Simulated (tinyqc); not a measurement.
Shallow acceptor in the spherical four-band model: one step. Ground state in the small basis. Four cases, with inputs chosen for the exercise.

Task: Solve H u = E S u for the lowest level of the acceptor; the first half of the basis is L = 0 and the second L = 2. Give E, E without the f-g block, and the L = 2 weight u_g S_gg u_g with u S u = 1.

Give: E; E without coupling; L = 2 weight.

Case 1.

S:
```
          f1        f2        f3        g1        g2        g3
f1  1.000000  0.585479  0.184875         0         0         0
f2  0.585479  1.000000  0.585894         0         0         0
f3  0.184875  0.585894  1.000000         0         0         0
g1         0         0         0  1.000000  0.286765  0.019471
g2         0         0         0  0.286765  1.000000  0.287240
g3         0         0         0  0.019471  0.287240  1.000000
```

H (Ry*):
```
           f1         f2          f3         g1          g2          g3
f1  -0.808353  -1.000897   -1.190369  -1.236014   -0.354446   -0.024066
f2  -1.000897   2.493590    2.041571  -2.126676   -7.416086   -2.130197
f3  -1.190369   2.041571   32.898091  -0.865229  -12.764274  -44.437661
g1  -1.236014  -2.126676   -0.865229   1.836878    0.853485    0.019066
g2  -0.354446  -7.416086  -12.764274   0.853485   14.937915    7.233280
g3  -0.024066  -2.130197  -44.437661   0.019066    7.233280   99.085649
```

Result:

E = -2.088 Ry*
E without coupling = -0.890 Ry*
L = 2 weight = 0.245

Without the coupling the exact value is -1, which this basis, tuned to the compact coupled state, misses by 0.110. The coupling to L = 2 takes the level to 2.09 times that exact value.

Case 2.

S:
```
          f1        f2        f3        g1        g2        g3
f1  1.000000  0.585074  0.184814         0         0         0
f2  0.585074  1.000000  0.586154         0         0         0
f3  0.184814  0.586154  1.000000         0         0         0
g1         0         0         0  1.000000  0.286303  0.019456
g2         0         0         0  0.286303  1.000000  0.287538
g3         0         0         0  0.019456  0.287538  1.000000
```

H (Ry*):
```
           f1         f2          f3         g1         g2          g3
f1  -0.847100  -0.998943   -1.009743  -0.625651  -0.179126   -0.012173
f2  -0.998943   0.676567    0.317823  -1.076142  -3.758756   -1.080784
f3  -1.009743   0.317823   18.117588  -0.437833  -6.470759  -22.504037
g1  -0.625651  -1.076142   -0.437833   0.941413   0.423207   -0.003947
g2  -0.179126  -3.758756   -6.470759   0.423207   8.730836    4.207636
g3  -0.012173  -1.080784  -22.504037  -0.003947   4.207636   59.774713
```

Result:

E = -1.521 Ry*
E without coupling = -0.977 Ry*
L = 2 weight = 0.160

Without the coupling the exact value is -1, which this basis, tuned to the compact coupled state, misses by 0.023. The coupling to L = 2 takes the level to 1.52 times that exact value.

Case 3.

S:
```
          f1        f2        f3        g1        g2        g3
f1  1.000000  0.585825  0.184967         0         0         0
f2  0.585825  1.000000  0.585768         0         0         0
f3  0.184967  0.585768  1.000000         0         0         0
g1         0         0         0  1.000000  0.287161  0.019493
g2         0         0         0  0.287161  1.000000  0.287096
g3         0         0         0  0.019493  0.287096  1.000000
```

H (Ry*):
```
           f1          f2          f3         g1          g2          g3
f1  -0.668382   -0.897706   -1.319211  -1.935738   -0.555869   -0.037734
f2  -0.897706    4.787684    4.252040  -3.331533  -11.601609   -3.330771
f3  -1.319211    4.252040   50.232775  -1.355670  -19.966225  -69.545559
g1  -1.935738   -3.331533   -1.355670   2.905130    1.370668    0.049566
g2  -0.555869  -11.601609  -19.966225   1.370668   22.101432   10.731022
g3  -0.037734   -3.330771  -69.545559   0.049566   10.731022  143.970813
```

Result:

E = -2.682 Ry*
E without coupling = -0.722 Ry*
L = 2 weight = 0.297

Without the coupling the exact value is -1, which this basis, tuned to the compact coupled state, misses by 0.278. The coupling to L = 2 takes the level to 2.68 times that exact value.

Case 4.

S:
```
          f1        f2        g1        g2
f1  1.000000  0.585479         0         0
f2  0.585479  1.000000         0         0
g1         0         0  1.000000  0.286765
g2         0         0  0.286765  1.000000
```

H (Ry*):
```
           f1          f2         g1          g2
f1  -0.260727   -0.546792  -2.729897   -0.782840
f2  -0.546792    9.480307  -4.697037  -16.379381
g1  -2.729897   -4.697037   4.990946    2.379060
g2  -0.782840  -16.379381   2.379060   35.836164
```

Result:

E = -1.887 Ry*
E without coupling = -0.276 Ry*
L = 2 weight = 0.223

Without the coupling the exact value is -1, which this basis, tuned to the compact coupled state, misses by 0.724. The coupling to L = 2 takes the level to 1.89 times that exact value.

Computed by tinyqc, one run a case: `OMP_NUM_THREADS=1 python tinyqc.py N N+1 out.jsonl` with N = 1250952, 1251025, 1251047, 1251141; one thread of a shared Intel(R) Xeon(R) Processor @ 2.30GHz, about 0.09 s a run at most.
